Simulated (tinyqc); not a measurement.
What grading buys: minority-electron transport through the base of a bipolar transistor (Moll-Ross and Kroemer integrals). Computed by tinyqc, a small Python program. Command: `OMP_NUM_THREADS=1 python tinyqc.py 3018731 3018732 out.jsonl base walk`. One thread of a shared host (Intel(R) Xeon(R) Processor @ 2.30GHz), about 0.01 s of CPU time with the checks.

Low injection, one dimension, x from the emitter edge (0) to the collector edge (W), s = x/W. Recombination is treated as a small correction (valid for tau_B well below tau_n), computed from the stored charge.

Inputs (values chosen for the exercise, modelled on InP): base doping at the emitter edge N_0 = 3.4e+18 1/cm^3; base width W = 31 nm; mu_min = 680 cm^2/(V s); mu_max = 4710 cm^2/(V s); N_ref = 1.5e+17 1/cm^3; saturation velocity v_s = 0.86 1e7 cm/s; temperature T = 300 K.

Base doping profile: uniform. Gap grading: none. Exit of the base: infinite sink.

Constants: k_B = 8.617333262e-05 eV/K.

Method. N(x) = N_0; n_i(x)^2 = n_i^2 exp(s dE_g/k_B T); D(x) = (k_B T/e) mu, mu = mu_min + (mu_max - mu_min)/(1 + (N/N_ref)^0.7). With y(x) = N n_i^2/(D n_i(x)^2): base Gummel number G_B = int_0^W y dx; J_C = e n_i^2 exp(e V_BE/k_B T)/G_B; n(x) = (J_C/e)(n_i(x)^2/(N n_i^2)) [int_x^W y dx]; transit time tau_B = (e/J_C) int n dx; trapezoid rule on 401 even points.

The same base with other gradings:
```
dE_g (meV)  dE_g/k_B T  G_B (s/cm^4)  J_C gain  tau_B (ps)  speed gain
0                0.000    3.7487e+11     1.000     0.17090      1.0000
25               0.967    2.4026e+11     1.560     0.12691      1.3465
50               1.934    1.6580e+11     2.261     0.09856      1.7340
75               2.901    1.2211e+11     3.070     0.07944      2.1514
100              3.868    9.4887e+10     3.951     0.06600      2.5895
150              5.802    6.4414e+10     5.820     0.04879      3.5030
200              7.736    4.8436e+10     7.739     0.03847      4.4420
300             11.605    3.2306e+10    11.604     0.02692      6.3490
```

At 100 meV J_C rises by a factor 3.95 and the transit is 2.59 times faster; at 300 meV the factors are 11.60 and 6.35. For a uniform base without exit term both tend to be linear in dE_g/k_B T, J_C as x/(1 - exp(-x)) and the speed as x/2. From 0 meV on the mean velocity W/tau_B exceeds v_s, so those speed gains are overstated.
